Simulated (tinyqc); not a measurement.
Sputter depth profiling of a dopant layer: erosion rate, quantification and the mixing-roughness response. From peak concentration back to box width b. Computed by tinyqc, a small Python program. Command: `OMP_NUM_THREADS=1 python tinyqc.py 3015753 3015754 out.jsonl sims inv`. One thread of a shared host (Intel(R) Xeon(R) Processor @ 2.30GHz), about 0.4 s of CPU time with the checks.

A rastered ion beam erodes silicon (49.94 atoms per nm^3). The measured profile is the true one convolved with a depth response.

Inputs (values chosen for the exercise, modelled on a dopant in silicon under an oxygen or caesium beam):
```
quantity                               value    unit
beam energy E                            5.1     keV
beam current                             320      nA
raster side                              200      um
sputter yield at 1 keV                  0.92       -
mixing length at 1 keV                   1.7      nm
roughness sigma                         0.31      nm
depth of the top edge z0                  47      nm
box concentration C                  1.5e+19  1/cm^3
relative sensitivity factor RSF        4e+20  1/cm^3
matrix count rate                    1.6e+06     1/s
background count rate                    2.8     1/s
counting time per point                    1       s
level that defines the junction C_B    4e+17  1/cm^3
```

True profile: box.

Constants: e = 1.602176634e-19 C.

Method:
- Scaling chosen for the exercise: yield Y = Y1 E^0.5, mixing length w = w1 E^0.5 (E in keV).
- Erosion rate = Y I/(e x raster^2 x density); depth step = rate x counting time; concentration = RSF x counts/matrix counts; detection limit = RSF x 3 sqrt(background x time)/(matrix rate x time).
- Mixing alone turns a layer at z0 into (1/w) exp(-(z - z0 + w)/w) for z > z0 - w; roughness adds a Gaussian of width sigma. With x = z - z0 + w: g(x) = (1/(2w)) exp(sigma^2/(2 w^2) - x/w) erfc((sigma/w - x/sigma)/sqrt2), and its integral G(x) = (1/2) erfc(-x/(sigma sqrt2)) - w g(x). Measured: C [G(x) - G(x - b)].
- Find the maximum, the full width at half maximum and the deep point where the profile falls to C_B; far down, the trailing edge decays by w ln(10) per decade.

Task: A run gave the result below. Find the box width b, known to lie between 4.1 and 8 nm.

peak concentration = 1.109144e+19 1/cm^3

Result:

Each step takes the trial c = (a f_b - b f_a)/(f_b - f_a), f being the result less the target and a, b, c the logarithms of the listed values; c replaces end b, the old b replaces a if the sign of f changed, and otherwise f_a is halved.

Scan of the range:
```
box width b (nm)  peak concentration (1/cm^3)
4.10                              9.39185e+18
4.58                              1.00186e+19
5.12                              1.06418e+19
5.73                              1.12539e+19
6.40                              1.18289e+19
7.16                              1.23762e+19
8.00                              1.28729e+19
```

False position (Illinois rule, in the logarithm of the input) inside the bracket:
```
step    end a    end b    trial  peak concentration (1/cm^3)
1     5.12000  5.73000  5.56131                  1.10937e+19
2     5.12000  5.56131  5.55677                  1.10893e+19
3     5.56131  5.55677  5.55900                  1.10914e+19
4     5.55677  5.55900  5.55900                  1.10914e+19
```

Peak concentration rises at every point of a 13-point scan of the range (every second point is shown), so one value fits; it is bracketed by 5.12 and 5.73. Answer: box width b = 5.559 nm.
